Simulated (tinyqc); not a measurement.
What moves the results: Franz-Keldysh effect at a direct gap. A value that a table varies takes the place of the one given here.

Parabolic bands, vertical transitions, no excitons. For each hole band j: mr = me mj/(me + mj); joint density of states J_j(E) = (mr/c)^(3/2) sqrt(E - Eg)/(2 pi^2), both spins, c = hbar^2/2m0; averaged matrix element |e.p|^2 = m0 Ep/6; alpha_j(E) = 4 pi^2 alpha_f c Ep J_j/(3 nr E) in 1/angstrom (alpha_f the fine-structure constant, listed as alpha among the constants), times 1e8 for 1/cm.

In a field Fd (1 kV/cm = 1e-5 V/angstrom) the electro-optic energy of band j is th = (c (e Fd)^2/mr)^(1/3), and sqrt(E - Eg) in J_j is replaced by pi sqrt(th) [Ai'(b)^2 - b Ai(b)^2] with b = (Eg - E)/th; Ai is the Airy function.

Constants: hbar^2/2m0 = 3.80998211 eV angstrom^2; fine-structure constant alpha = 0.007297352564.

Parameters, chosen for this exercise (near those of InGaAs; shifted at random, so the results belong to these values and not to a real crystal): Eg = 0.729 eV (direct gap); me = 0.0423 m0 (electron mass); mhh = 0.478 m0 (heavy-hole mass); mlh = 0.051 m0 (light-hole mass); Ep = 23.5 eV (Kane energy); nr = 3.57 (refractive index); Fd = 95 kV/cm (uniform field); det = 40 meV (detuning below the gap).

## Spectrum around the gap

Absorption (1/cm):

| E - Eg (eV) | alpha(0) | alpha(F) | change |
|---|---|---|---|
| -0.1114 | 0 | 2.792 | 3 |
| -0.0891 | 0 | 11.63 | 12 |
| -0.0668 | 0 | 44.16 | 44 |
| -0.0446 | 0 | 149.5 | 149 |
| -0.0223 | 0 | 447.0 | 447 |
| 0.0000 | 0 | 1149 | 1149 |
| 0.0223 | 3645 | 2482 | -1163 |
| 0.0446 | 5006 | 4399 | -606 |
| 0.0668 | 5955 | 6274 | 319 |
| 0.0891 | 6691 | 7257 | 567 |
| 0.1114 | 7283 | 7314 | 31 |
| 0.1337 | 7772 | 7498 | -274 |
| 0.1782 | 8533 | 8639 | 106 |
| 0.2228 | 9094 | 9153 | 59 |

At the gap alpha(F) = 1149 1/cm; 89.1 meV below it 11.6 1/cm remain, the tail falling as exp(-(4/3) b^(3/2)). Among the energies listed the largest rise is 1149 1/cm at E - Eg = 0.0 meV and the largest fall -1163 1/cm at 22.3 meV. It changes sign between 0.0 and 22.3 meV, between 44.6 and 66.8 meV, between 111.4 and 133.7 meV and between 133.7 and 178.2 meV; th is 44.6 meV for heavy holes and 53.0 meV for light holes.

## Tail absorption against field

At E = Eg - det; the field takes the values listed. The last column is the length for 10 dB of loss.

Results:

| Fd (kV/cm) | th heavy (meV) | b heavy | alpha (1/cm) | length (micrometre) |
|---|---|---|---|---|
| 10 | 9.93 | 4.026 | 0.00859 | 2.68e+06 |
| 20 | 15.77 | 2.537 | 1.33 | 1.73e+04 |
| 40 | 25.03 | 1.598 | 24.5 | 941 |
| 60 | 32.80 | 1.219 | 74.6 | 309 |
| 100 | 46.11 | 0.867 | 207 | 111 |
| 150 | 60.42 | 0.662 | 377 | 61.1 |
| 250 | 84.94 | 0.471 | 673 | 34.2 |
| 400 | 116.19 | 0.344 | 1.02e+03 | 22.5 |

alpha grows by 3.9 decades from 10 to 60 kV/cm and by a factor 1.52 over the last step, where the field grows by 1.6: the exponent (4/3) b^(3/2) goes as 1/Fd, so the gain is steep only while b > 1 (deep in the tail the light-hole pair, with its smaller b, carries most of it), that is up to 60 kV/cm of those listed. Values below about 10 1/cm lie under the Urbach and exciton tails of a real crystal, left out here.

## What moves the tail

At E = Eg - det. Each row changes one parameter from the base and keeps the others.

Results:

| case | th heavy (meV) | alpha (1/cm) |
|---|---|---|
| base | 44.561 | 189.5 |
| Fd = 124 kV/cm | 53.221 | 289.6 |
| det = 50 meV | 44.561 | 112.3 |
| me = 0.0486 m0 | 42.716 | 201.7 |
| mlh = 0.0663 m0 | 44.561 | 195.9 |
| Ep = 25.9 eV | 44.561 | 208.8 |
| nr = 3.75 | 44.561 | 180.4 |

The largest shifts from the base row, up to three for each result and ties (the steps differ in size, so this ranks the rows, not the parameters). th heavy (meV): Fd +8.660, me -1.844; unchanged at the printed digits by det, mlh, Ep and nr. alpha (1/cm): Fd +100, det -77.1, Ep +19.4.

(tinyqc, `OMP_NUM_THREADS=1 python tinyqc.py 1682517 1682518 out.jsonl`, Intel(R) Xeon(R) Processor @ 2.30GHz, 1 thread, shared host, about 0.01 s.)
